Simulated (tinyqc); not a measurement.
Moment against the Stoner parameter: Stoner model of a band ferromagnet.

Density of states per atom and spin: flat with a rise to the top, D(e) = (M/W) [1 - sp + 4 sp (e/W + 1/2)^3]. Levels e -/+ I m/2 for up and down spin, m = n_up - n_down, n_up + n_down = nd. At zero temperature e(N) is the energy below which N states lie, and E(m) = sum over spins of integral e D de - I m^2/4.

Values chosen for the exercise:
```
symbol  value  unit  meaning
W       5.1    eV    band width, e from -W/2 to W/2
M       5            states per atom and spin
nd      6.89         electrons per atom
sp      0.31         shape parameter
```

Lowest state for each I.

Results:
```
I (eV)  I D(EF)  m (muB)  E - E(0) (meV)
0.46      0.606    0.000             0.0
0.61      0.803    0.000             0.0
0.69      0.908    0.000             0.0
0.76      1.001    0.356             0.0
0.95      1.251    3.110          -418.3
1.14      1.501    3.110          -877.7
1.37      1.804    3.110         -1433.9
```

Give the missing row, I (eV) = 0.84.

Computed row:
```
I (eV)  I D(EF)  m (muB)  E - E(0) (meV)
0.84      1.106    3.110          -152.3
```

A moment first appears at I = 0.76 eV of those listed, where I D(EF) = 1.001. It is saturated at 3.110 from I = 0.84 eV on.

(tinyqc, `OMP_NUM_THREADS=1 python tinyqc.py 1650805 1650806 out.jsonl`, Intel(R) Xeon(R) Processor @ 2.30GHz, 1 thread, shared host, about 0.2 s.)
